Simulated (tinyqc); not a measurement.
Vertical double-diffused power MOSFET, components of the on-resistance: two steps of the calculation.

Stripe cells of pitch Wp + a, two channels a cell. Current flows through the channels, spreads in the accumulation layer, passes the gap between the p bodies and spreads at 45 degrees into the drift layer below them. Low drain voltage, full ionisation.

Parameters, values chosen for the exercise; bulk values close to those of gallium nitride:
```
symbol,value,unit,meaning
T,350,K,temperature
eps_r,9.37,,relative permittivity
Kc,25600,V/cm per (cm^-3)^(1/8),critical-field constant
BV,6500,V,rated breakdown voltage of the drift layer
mud,879,cm^2/(V s),drift mobility at 300 K
bt,2.3,,temperature exponent of the drift mobility
tox,54,nm,gate oxide thickness (eps_r 3.9)
Vov,13,V,gate overdrive
mch,22,cm^2/(V s),channel mobility
mac,120,cm^2/(V s),accumulation-layer mobility
Lc,1.4,um,channel length
Wp,4.6,um,"width of the p body in one cell, channels included"
a,4.1,um,gap between neighbouring p bodies
xp,1.5,um,depth of the p body
Nj,1,,doping of the gap over the drift doping
Vbi,3.02,V,built-in voltage of the body junction
Rs,0.17,mohm cm^2,substrate and contact resistance
```

Constants: q = 1.602176634e-19 C, eps0 = 8.8541878128e-14 F/cm where lengths are in cm. Results are converted to the units shown.

Task 1. Drift layer. Triangular field at breakdown with Ec = Kc N^(1/8): BV = eps0 eps_r Ec^2/(2 q N), so N = (eps0 eps_r Kc^2/(2 q BV))^(4/3); W = 2 BV/Ec; mu = mud (T/300 K)^(-bt); rho = 1/(q mu N); ideal resistance rho W.

Find: drift doping N; Ec; drift thickness W; electron mobility mu at T; drift resistivity rho; ideal resistance.

Result 1.

drift doping N = 1.6683e15 cm^-3
Ec = 2.0466 MV/cm
drift thickness W = 63.521 um
electron mobility mu at T = 616.61 cm^2/(V s)
drift resistivity rho = 6.0673 ohm cm
ideal resistance = 38.540 mohm cm^2

Task 2. Components of the on-resistance. Pitch p = Wp + a, Cox = 3.9 eps0/tox; zero-bias depletion in the gap w0 = sqrt(2 eps0 eps_r Vbi/(q N Nj)), open gap g = a - 2 w0; R_ch = Lc p/(2 mch Cox Vov); R_acc = 0.6 a p/(4 mac Cox Vov), 0.6 being an empirical factor for current leaving the layer along its length; R_gap = (rho/Nj) xp p/g; spreading depth t = min(W, (p - g)/2); R_drift = (rho p/2) ln((g + 2 t)/g) + rho (W - t); R_on = the sum with Rs.

drift doping N = 1.6683455e15 cm^-3
drift thickness W = 63.521045 um
electron mobility mu at T = 616.61099 cm^2/(V s)
drift resistivity rho = 6.0672563 ohm cm

Find: w0; g; components; R_on; shares.

Result 2.

w0 = 1.3692 um
g = 1.3616 um
components (mohm cm^2): channel 3.3299, accumulation 0.53635, gap 5.8150, drift 41.209, substrate 0.17000
R_on = 51.060 mohm cm^2
shares (%): channel 6.522, accumulation 1.050, gap 11.389, drift 80.706, substrate 0.333

The drift term is the largest. R_on is 1.32 times the ideal drift resistance rho W, and spreading raises the drift term to 1.07 times it.

Numbers from tinyqc (`OMP_NUM_THREADS=1 python tinyqc.py 2230136 2230137 out.jsonl`; about 0.01 s on one thread of a shared Intel Xeon 2.30GHz).
